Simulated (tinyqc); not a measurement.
MOS inversion layer, Poisson-Schroedinger loop: two steps of the calculation.

Electrons confined at an insulator interface at z = 0, treated as a hard wall; parabolic valleys, Hartree approximation, no image or exchange terms. The depletion charge lies far deeper than the electrons and gives a uniform field q Nd/(eps0 eps_r); the gate balances all charge. Energies are counted from the band edge at the interface.

Parameters, values chosen for the exercise; masses and permittivity close to those of silicon (100): relative permittivity eps_r = 11.5; mass along z of valley set A (2 valley(s)) mz1 = 0.907 m0; sheet density of electrons Ns = 9.4e11 cm^-2; sheet density of depletion charge Nd = 3.2e11 cm^-2; mixing factor a = 0.3.

Constants: q = 1.602176634e-19 C, hbar = 1.054571817e-34 J s, m0 = 9.1093837015e-31 kg, eps0 = 8.8541878128e-14 F/cm where lengths are in cm, hbar^2/(2 m0) = 0.0380998212 eV nm^2. Results are converted to the units shown.

Question 1. Density, output potential and mixing. n_i = sum_k N_k |psi_k|^2 (converted to cm^-3). Hartree part by Gauss: on the interval before node i the electrons still beyond are S_i = Ns - hz sum_(j<i) n_j, and U_i = U_(i-1) + q S_i hz/(eps0 eps_r) in eV, U_0 = 0 at the interface. Mixing: U(new) = U + a (U(out) - U).

z, node 1 to 16 (nm): [1.3, 2.6, 3.9, 5.2, 6.5, 7.8, 9.1, 10.4, 11.7, 13, 14.3, 15.6, 16.9, 18.2, 19.5, 20.8]
N_k (cm^-2): A1 5.9976574e11, A2 6.0413545e10, B1 2.7657102e11, B2 3.2496960e9
self-consistent potential U at the start, node 1 to 16 (eV): [0, 0, 0, 0, 0, 0, 0, 0, 0, 0, 0, 0, 0, 0, 0, 0]
|psi|^2 of A1, node 1 to 16 (1/nm): [0.16963708, 0.29472643, 0.19952143, 0.07904146, 0.02131943, 0.00424090, 0.00065407, 0.00008096, 0.00000825, 0.00000071, 0.00000005, 0.00000000, 0.00000000, 0.00000000, 0.00000000, 0.00000000]
|psi|^2 of A2, node 1 to 16 (1/nm): [0.14397884, 0.05784468, 0.02678550, 0.18528379, 0.20181905, 0.10727624, 0.03596000, 0.00851908, 0.00152242, 0.00021419, 0.00002446, 0.00000232, 0.00000019, 0.00000001, 0.00000000, 0.00000000]
|psi|^2 of B1, node 1 to 16 (1/nm): [0.03982426, 0.11769834, 0.16732601, 0.16406202, 0.12528575, 0.07904622, 0.04265225, 0.02013330, 0.00844801, 0.00318888, 0.00109275, 0.00034223, 0.00009827, 0.00002571, 0.00000586, 0.00000091]
|psi|^2 of B2, node 1 to 16 (1/nm): [0.03819902, 0.08257256, 0.05895505, 0.00927004, 0.00729293, 0.05788064, 0.11177779, 0.13035637, 0.11235349, 0.07779596, 0.04521737, 0.02262351, 0.00985893, 0.00371593, 0.00114374, 0.00021745]

Give: n; U(out); U after round 1.

Answer 1.

n, node 1 to 16 (in units of 1e18 cm^-3): [1.2158, 2.1308, 1.6775, 1.0400, 0.5965, 0.3107, 0.1472, 0.0656, 0.0280, 0.0115, 0.0045, 0.0017, 0.0006, 0.0002, 0.0001, 0.0000]
U(out), node 1 to 16 (eV): [0.019228, 0.035223, 0.045552, 0.051420, 0.054522, 0.056038, 0.056727, 0.057025, 0.057149, 0.057198, 0.057217, 0.057224, 0.057226, 0.057226, 0.057227, 0.057227]
U after round 1, node 1 to 16 (eV): [0.005768, 0.010567, 0.013666, 0.015426, 0.016357, 0.016811, 0.017018, 0.017108, 0.017145, 0.017159, 0.017165, 0.017167, 0.017168, 0.017168, 0.017168, 0.017168]

Question 2. Closed-form estimates. Triangular well: E_k = a_k (C F^2/mz)^(1/3), a_1 = 2.338107, a_2 = 4.087949, C = hbar^2/(2 m0), F in eV/nm. Fang-Howard (all electrons in the lowest level of set A): b^3 = 6 (mz1/C) q (Nd + 11 Ns/32)/(eps0 eps_r), centroid 3/b, level C b^2/(4 mz1) + (3/b) q (Nd + 11 Ns/16)/(eps0 eps_r). Use F = q (Nd + Ns)/(eps0 eps_r), the surface field, and F = q (Nd + Ns/2)/(eps0 eps_r).

Wanted: A1 with the surface field; A1 with Nd + Ns/2; A2 with Nd + Ns/2; b; Fang-Howard centroid; Fang-Howard level.

Answer 2.

A1 with the surface field = 0.05954 eV
A1 with Nd + Ns/2 = 0.04361 eV
A2 with Nd + Ns/2 = 0.07626 eV
b = 1.131 1/nm
Fang-Howard centroid = 2.653 nm
Fang-Howard level = 0.05377 eV

Program tinyqc, `OMP_NUM_THREADS=1 python tinyqc.py 2160032 2160033 out.jsonl`; Intel Xeon 2.30GHz, shared host, one thread, about 0.5 s.
